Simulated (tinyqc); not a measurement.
Inside a calculation. Model: pressure-driven transition between two phases with analytic equations of state. Computed by tinyqc, a small Python program that keeps every step. Command: `OMP_NUM_THREADS=1 python tinyqc.py 3030332 3030333 out.jsonl transition walk`. One thread of a shared host (Intel(R) Xeon(R) Processor @ 2.30GHz), about 0.02 s of CPU time with the checks. Intermediate numbers are printed to about 6 digits and carried at full precision; extremes and crossings named in words are read from the listed rows.

Each phase obeys E = E0 + (9 B0 V0/h^2) {1 + [h (1 - x) - 1] exp(h (1 - x))}, P = 3 B0 (1 - x) x^-2 exp(h (1 - x)), x = (V/V0)^(1/3), h = (3/2)(B' - 1); E0 = 0 for phase 1 and Delta E0 for phase 2. H = E + P V.

Inputs (values chosen for the exercise, for two model phases):
```
quantity                                   value             unit
volume V0 of phase 1                        27.7  angstrom^3/atom
B0 of phase 1                                 52              GPa
B' of phase 1                               4.94                -
volume V0 of phase 2                          24  angstrom^3/atom
B0 of phase 2                               49.3              GPa
B' of phase 2                               4.76                -
energy of phase 2 above phase 1, Delta E0  0.022          eV/atom
entropy of phase 2 less phase 1, Delta S   0.043         k_B/atom
temperature T                                300                K
```

Equation of state: Vinet.

Constants: 1 eV/angstrom^3 = 160.2176634 GPa; k_B = 8.617333262e-05 eV/K.

## First estimate from rigid phases

If neither phase were compressed, P = Delta E0/(V0 of phase 1 - V0 of phase 2).

rigid estimate = 0.952646 GPa

## One Newton step

At the estimate, solve P(V) = P for each phase, form H, and step P(new) = P - (H_2 - H_1)/(V_2 - V_1), since dH/dP = V.

V_1 = 27.2182 angstrom^3

H_1 = 0.163246 eV

V_2 = 23.5602 angstrom^3

H_2 = 0.163372 eV

next pressure = 0.958186 GPa

## Transition pressure at zero temperature

Start from P = Delta E0/(V0 of phase 1 - V0 of phase 2); at each P solve P(V) = P for both phases and step P(new) = P - (H_2 - H_1)/(V_2 - V_1); stop when |H_2 - H_1| < 1e-10 eV. At the zero-temperature transition the volume change is V_2/V_1 - 1 and the work is P (V_1 - V_2).

Iterations:
```
step   P (GPa)  V_1 (angstrom^3)  V_2 (angstrom^3)  H_2 - H_1 (meV)
0     0.952646           27.2182           23.5602      1.26498e-01
1     0.958186           27.2156           23.5578      4.05907e-06
2     0.958186           27.2156           23.5578                0
```

transition pressure = 0.958186 GPa

V_1 at the transition = 27.2156 angstrom^3

V_2 at the transition = 23.5578 angstrom^3

volume change = -13.4400 %

work P (V_1 - V_2) = 0.0218754 eV/atom

The rigid estimate is low by 0.6 %: phase 1 shrinks faster than phase 2, so the volume gain narrows under pressure.

## Enthalpies against pressure

For each P solve P(V) = P in both phases.

Both phases:
```
P (GPa)  V_1 (angstrom^3)  V_2 (angstrom^3)  H_2 - H_1 (meV/atom)   stable
0.00              27.7000           24.0000               22.0000  phase 1
0.24              27.5739           23.8848               16.4657  phase 1
0.48              27.4511           23.7726               10.9476  phase 1
0.72              27.3314           23.6634                5.4453  phase 1
0.88              27.2533           23.5922                1.7858  phase 1
1.00              27.1955           23.5395               -0.9544  phase 2
1.20              27.1009           23.4532               -5.5129  phase 2
1.50              26.9623           23.3270              -12.3314  phase 2
```

H_2 - H_1 changes with slope V_2 - V_1, from -3.700 to -3.635 angstrom^3 per atom over the table, and passes zero at 0.96 GPa. An error of 10 meV per atom in Delta E0 moves the transition by about 0.44 GPa.

## Shift with temperature

At T the condition is H_2 - H_1 - T Delta S = 0, with Delta S constant and thermal expansion left out; the Clausius-Clapeyron slope is dP/dT = Delta S/(V_2 - V_1) at the zero-temperature point.

Clapeyron slope = -0.162306 MPa/K

transition pressure at T = 0.909508 GPa

linear estimate at T = 0.909494 GPa

The dense phase has the higher entropy, so heating lowers the transition pressure. Caution: a constant Delta S holds only at high temperature; it vanishes as T goes to 0, so the shift counted from T = 0 is somewhat too large.

Checks made by the program: slope of the common tangent, -(E_2 - E_1)/(V_2 - V_1) (relative difference below 1e-10).
